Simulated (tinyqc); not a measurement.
From results to parameters: Luttinger model of the valence bands. Computed by the program tinyqc.

Problem. In the four-band Luttinger model 1/m = g1 -/+ 2 g2 along [100] and g1 -/+ 2 g3 along [111]. Find g1, g2, g3 and the light hole mass along [111].

heavy and light hole masses along [100] (electron masses): 0.126263  0.038820
heavy hole mass along [111] = 0.174216 electron masses

Solution. The mean of the two inverse masses along [100] is g1 and a quarter of their difference is g2; g3 = (g1 - 1/m_hh[111])/2.

g1, g2, g3: 16.840  4.460  5.550
light hole mass along [111] = 0.036 electron masses
